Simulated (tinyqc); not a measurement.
Worked calculation: collinear exchange A + BC -> AB + C on a London-Eyring-Polanyi-Sato surface: saddle, string of images and rate. Computed by tinyqc, a small Python program that keeps every step. Command: `OMP_NUM_THREADS=1 python tinyqc.py 3113989 3113990 out.jsonl leps walk`. One thread of a shared host (Intel(R) Xeon(R) Processor @ 2.30GHz), about 0.05 s of CPU time with the checks. Intermediate numbers are printed to about 6 digits and carried at full precision; extremes and crossings named in words are read from the listed rows.

x = r(AB), y = r(BC), r(AC) = x + y. V is counted from separated atoms, the barrier from A + BC, that is V + D(BC).

Inputs (values chosen for the exercise, bond data loosely for abstraction of hydrogen from a Ge-H bond by a hydrogen atom; the barrier is not fitted):

| quantity | value | unit |
|---|---|---|
| D(AB) | 4.78 | eV |
| r0(AB) | 0.742 | angstrom |
| beta(AB) | 1.94 | 1/angstrom |
| D(BC) | 3.6 | eV |
| r0(BC) | 1.53 | angstrom |
| beta(BC) | 1.45 | 1/angstrom |
| D(AC) | 3.76 | eV |
| r0(AC) | 1.53 | angstrom |
| beta(AC) | 1.45 | 1/angstrom |
| Sato parameter S | 0.12 | - |
| mass of A | 1.008 | u |
| mass of B | 1.008 | u |
| mass of C | 72.6 | u |
| temperature T | 1200 | K |
| step of the string | 0.015 | angstrom^2/eV |

Constants: nu for 1 eV/(angstrom^2 u) = 15.6333042 THz; h x 1 THz = 4.135667696 meV; k_B = 1.380649e-23 J/K; u = 1.6605390666e-27 kg; k_B = 8.617333262e-05 eV/K.

## One point of the surface

For each pair, with u = exp(-beta (r - r0)): Q = D [(3 + S) u^2 - (2 + 6 S) u]/(4 (1 + S)), J = D [(1 + 3 S) u^2 - (6 + 2 S) u]/(4 (1 + S)); V = Q1 + Q2 + Q3 - sqrt(((J1 - J2)^2 + (J2 - J3)^2 + (J3 - J1)^2)/2). Take x = r0(AB) + 0.3 and y = r0(BC) + 0.1 angstrom.

Pair terms:

| pair | u | Q (eV) | J (eV) |
|---|---|---|---|
| AB | 0.558780 | -0.582251 | -3.26720 |
| BC | 0.865022 | -0.014688 | -3.51972 |
| AC | 0.190920 | -0.340395 | -0.95827 |

V = -3.38233 eV

## Relaxing the string

String of 9 images between the fixed ends (r0(AB) + 2, r0(BC)) and (r0(AB), r0(BC) + 2), started on the two straight legs through (r0(AB) + 0.3, r0(BC) + 0.3): each iteration moves the inner images by -step x gradient (central differences) and spaces them evenly again along the broken line (coordinates are kept between 0.2 and 8 angstrom); stop when no coordinate changes by more than 1e-5 angstrom, at most 400 iterations.

Course:

| iteration | highest inner image above A + BC (eV) | largest move (angstrom) |
|---|---|---|
| 1 | 0.344350 | 4.89386e-02 |
| 2 | 0.320091 | 4.24347e-02 |
| 3 | 0.300568 | 3.34194e-02 |
| 4 | 0.285134 | 2.41840e-02 |
| 5 | 0.272928 | 1.63633e-02 |
| 6 | 0.263286 | 1.14218e-02 |
| 7 | 0.255736 | 1.00977e-02 |
| ... | ... | ... |
| 45 | 0.233249 | 2.31563e-05 |
| 46 | 0.233250 | 1.97599e-05 |
| 47 | 0.233251 | 1.68589e-05 |
| 48 | 0.233252 | 1.43818e-05 |
| 49 | 0.233252 | 1.22669e-05 |
| 50 | 0.233252 | 1.04619e-05 |
| 51 | 0.233253 | 8.92146e-06 |

Images at the end:

| image | x (angstrom) | y (angstrom) | V + D(BC) (eV) |
|---|---|---|---|
| 0 | 2.74200 | 1.53000 | 0.01679 |
| 1 | 2.29231 | 1.53241 | 0.04019 |
| 2 | 1.84269 | 1.54034 | 0.10054 |
| 3 | 1.39634 | 1.59246 | 0.23325 |
| 4 | 0.99679 | 1.79885 | -0.02145 |
| 5 | 0.77280 | 2.18299 | -0.79517 |
| 6 | 0.74693 | 2.63062 | -1.03275 |
| 7 | 0.74346 | 3.08030 | -1.11789 |
| 8 | 0.74200 | 3.53000 | -1.15164 |

last move = 8.92146e-06 angstrom

Converged in 51 iterations.

## Saddle by Newton steps

From the highest inner image, z -> z - H^-1 g with gradient g and Hessian H by central differences, steps capped at 0.15 angstrom, 12 steps.

The first seven points:

| step | x | y | V + D(BC) (eV) | \|g\| (eV/angstrom) |
|---|---|---|---|---|
| 0 | 1.39634 | 1.59246 | 0.233253 | 3.25969e-01 |
| 1 | 1.24951 | 1.62315 | 0.263165 | 1.03010e-01 |
| 2 | 1.25139 | 1.63307 | 0.262654 | 2.41269e-03 |
| 3 | 1.25169 | 1.63320 | 0.262654 | 9.44091e-07 |
| 4 | 1.25169 | 1.63320 | 0.262654 | 0 |
| 5 | 1.25169 | 1.63320 | 0.262654 | 0 |
| 6 | 1.25169 | 1.63320 | 0.262654 | 0 |

saddle (x, y) (angstrom): 1.25169  1.63320

barrier = 0.262654 eV

Hessian (eV/angstrom^2):
```
          x        y
x  -1.85575  4.84325
y   4.84325  7.94008
```

The highest image lies 29.4 meV below the saddle. Stretches at the saddle: AB 0.510, BC 0.103 angstrom, for a reaction energy D(BC) - D(AB) = -1.18 eV: an early barrier for an exothermic step.

## Frequencies at the saddle

Wilson matrix G = [[1/m_A + 1/m_B, -1/m_B], [-1/m_B, 1/m_B + 1/m_C]]; eigenvalues lambda of G H give nu = 15.6333042 THz x sqrt(|lambda|), the negative one being imaginary. Reactant: nu_BC from k = 2 D beta^2 and 1/m_B + 1/m_C. Skew angle: cos = sqrt(m_A m_C/((m_A + m_B)(m_B + m_C))).

imaginary frequency = 47.9575 THz

real frequency at the saddle = 31.6751 THz

nu_BC = 61.0027 THz

skew angle = 45.3923 degrees

## Transition-state rate

One-dimensional rate constant without tunnelling, k = sqrt(k_B T/(2 pi mu)) [sinh(h nu_BC/(2 k_B T))/sinh(h nu_s/(2 k_B T))] exp(-barrier/(k_B T)) with mu = m_A (m_B + m_C)/(m_A + m_B + m_C); Wigner factor 1 + (h nu_i/(k_B T))^2/24; adiabatic barrier = barrier + h (nu_s - nu_BC)/2.

adiabatic barrier = 0.202009 eV

rate constant k = 22768.5 cm/s

Wigner factor = 1.15328

## Rate against temperature

The formulas are those given above.

Rates; the last column is k_B T^2 d ln k/dT:

| T (K) | k (cm/s) | Wigner factor | activation energy (eV) |
|---|---|---|---|
| 300 | 2.56877e+01 | 3.45247 | 0.215752 |
| 400 | 2.12525e+02 | 2.37952 | 0.222073 |
| 550 | 1.28036e+03 | 1.72966 | 0.233285 |
| 750 | 4.95042e+03 | 1.39240 | 0.249008 |
| 1000 | 1.34044e+04 | 1.22072 | 0.267493 |
| 1400 | 3.38484e+04 | 1.11261 | 0.293541 |
| 2000 | 7.29523e+04 | 1.05518 | 0.327316 |

The activation energy goes from 0.216 eV at 300 K, near the adiabatic barrier plus k_B T/2 (0.215), to 0.327 eV at 2000 K; the classical limit is the barrier plus k_B T/2 (0.349).

Checks made by the program: V for A far away against -D(BC) (relative difference below 1e-10).
